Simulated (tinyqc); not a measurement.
Two-valley model of the transferred-electron effect: one step, computed by the program tinyqc.

Both kinds of valley share one electron temperature T_e, and each has a constant mobility.

Problem. Equilibrium. Density-of-states ratio R = Z (m2/m1)^(3/2); n2/n1 = R exp(-dE/(k_B T_e)); mean mobility mu = (mu1 + mu2 n2/n1)/(1 + n2/n1); energy balance e mu F^2 = (3/2) k_B (T_e - T)/tau_E; v = mu F.

Inputs (values chosen for the exercise, modelled on GaSb):
```
quantity,value,unit
central-valley mass m1,0.041,m_0
satellite-valley mass m2,0.23,m_0
satellite valleys Z,4,-
valley separation dE,0.082,eV
central-valley mobility mu1,4700,cm^2/(V s)
satellite-valley mobility mu2,450,cm^2/(V s)
lattice temperature T,300,K
```

Solver: bisection.

Constants: k_B = 8.617333262e-05 eV/K.

Give: R; n2/n1 without field; low-field mobility.

Solution.

R = 53.147

n2/n1 without field = 2.2281

low-field mobility = 1766.6 cm^2/(V s)

dE is 3.2 k_B T, so part of the electrons sit in the satellites even without field.
